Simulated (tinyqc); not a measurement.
Pinning factor and decay constant from two barriers.

Inverse problem. phiB = S (phiM - chi) + (1 - S)(Eg - E0) with S = 1/(1 + (1/S0 - 1) exp(-be ti)). Find S0, S at the given thickness and be.

Values chosen for this exercise; semiconductor values close to those of 4H silicon carbide; interlayer mass of the order of that in hafnium oxide, offset chosen freely:

| symbol | value | unit | meaning |
|---|---|---|---|
| Eg | 3.17 | eV | band gap |
| chi | 3.64 | eV | electron affinity |
| E0 | 1.9 | eV | charge-neutrality level above the valence band |
| phiM | 3.57 | eV | metal work function |

phiB at ti = 0, 0.3 nm (eV): 0.3856  0.20514532

Solution. Each barrier gives its S by linear interpolation between the pinned and the unpinned value; the ratio of the two values of 1/S - 1 is exp(be ti).

S0 = 0.660
S = 0.795
be = 2.30 1/nm

tinyqc, about 0.02 s, one thread, Intel Xeon 2.30GHz (shared host): `OMP_NUM_THREADS=1 python tinyqc.py 2270044 2270045 out.jsonl`
